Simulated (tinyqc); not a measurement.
## Polarisation charge from two barrier thicknesses

Inverse problem. Voff = phiB - dEc - q sigma d/(eps0 eb). Find sigma, phiB - dEc and the thickness at which Voff = 0.

Constants: q = 1.602176634e-19 C, eps0 = 8.8541878128e-14 F/cm where lengths are in cm. Results are converted to the units shown.

Voff at d = 16 and 27 nm (V): [-3.3909253, -6.2582989]
eb = 9.445

Solution. Voff is a straight line in d: its slope is -q sigma/(eps0 eb) and its intercept phiB - dEc.

sigma = 1.361e13 cm^-2
phiB - dEc = 0.7798 V
thickness for Voff = 0 = 2.992 nm

Program tinyqc, `OMP_NUM_THREADS=1 python tinyqc.py 2180076 2180077 out.jsonl`; Intel Xeon 2.30GHz, shared host, one thread, about 0.01 s.
